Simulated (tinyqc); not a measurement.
Threshold-voltage variability of a planar MOSFET, analytic estimates: effect of the channel doping.

Three independent sources add in quadrature: random dopants in the depleted layer, metal-gate grains of two orientations, and roughness of the two gate edges acting through the roll-off VT = VT(long) - Vr exp(-L/l). These are first-order estimates: no three-dimensional electrostatics, no percolation.

ni = sqrt(Nc Nv) exp(-Eg/(2 Vt)), Eg in volts; Cox = 3.9 eps0/ti; Wd = sqrt(4 eps0 eps_r Vt ln(Na/ni)/(q Na)); dopants: s1 = (q/Cox) sqrt(Na Wd/(3 L W)). Grains: Ng = L W/G^2 (at least 1), s2 = dW sqrt(p (1 - p)/Ng). Edges, with exponential correlation and u = W/La: the mean gate length has sL^2 = 2 De^2 (2/u)[1 - (1 - exp(-u))/u]; s3 = sL (Vr/l) exp(-L/l). s = sqrt(s1^2 + s2^2 + s3^2). l and Vr are held fixed.

Parameters, values chosen for the exercise; material values close to those of silicon:
- T = 250 K (temperature)
- Eg = 1.1 eV (band gap)
- eps_r = 11.9 (relative permittivity of the semiconductor)
- Nc = 2.12e19 cm^-3 (conduction-band density of states at T)
- Nv = 2.05e19 cm^-3 (valence-band density of states at T)
- ti = 1.2 nm (oxide-equivalent thickness in inversion)
- L = 16 nm (gate length)
- W = 17 nm (gate width)
- G = 4 nm (metal grain size)
- dW = 0.3 eV (work-function difference of the two grain orientations)
- p = 0.3 (share of the orientation of higher work function)
- De = 0.9 nm (rms roughness of one gate edge)
- La = 20 nm (correlation length of the roughness)
- l = 3.5 nm (decay length of the threshold roll-off)
- Vr = 2.1 V (prefactor of the roll-off)

Constants: q = 1.602176634e-19 C, kB = 1.380649e-23 J/K, Vt = kB T/q, eps0 = 8.8541878128e-14 F/cm where lengths are in cm. Results are converted to the units shown.

The same in every row: s2 (mV) = 33.34; s3 (mV) = 6.922.

Results:
```
Na (cm^-3)	s1 (mV)	s (mV)	s sqrt(L W) (mV um)
1.5e17	22.42	40.77	0.6724
2.6e17	25.90	42.78	0.7056
8.2e17	34.97	48.81	0.8050
1.5e18	40.94	53.25	0.8782
2.6e18	47.25	58.25	0.9606
4.5e18	54.51	64.28	1.060
8e18	63.32	71.90	1.186
```

Estimate the missing row, Na = 4.7e17 cm^-3.

Computed row:
```
Na (cm^-3)	s1 (mV)	s (mV)	s sqrt(L W) (mV um)
4.7e17	30.23	45.54	0.7510
```

With this row back in the table: As Na goes from 1.5e17 to 8e18 cm^-3, s rises from 40.8 to 71.9 mV. The largest source is the grains in the first row and the dopants in the last. s1 goes on average as Na^(0.26), near the 1/4 expected from Na Wd. For Na = 1.5e17 to 8.2e17 cm^-3 the depleted region holds under ten dopants, so their spread is not Gaussian. For Na = 1.5e17 to 4.5e18 cm^-3 the depletion depth exceeds L, so source and drain share much of the charge and s1 is rough.

Numbers from tinyqc (`OMP_NUM_THREADS=1 python tinyqc.py 2090165 2090166 out.jsonl`; about 0.01 s on one thread of a shared Intel Xeon 2.30GHz).
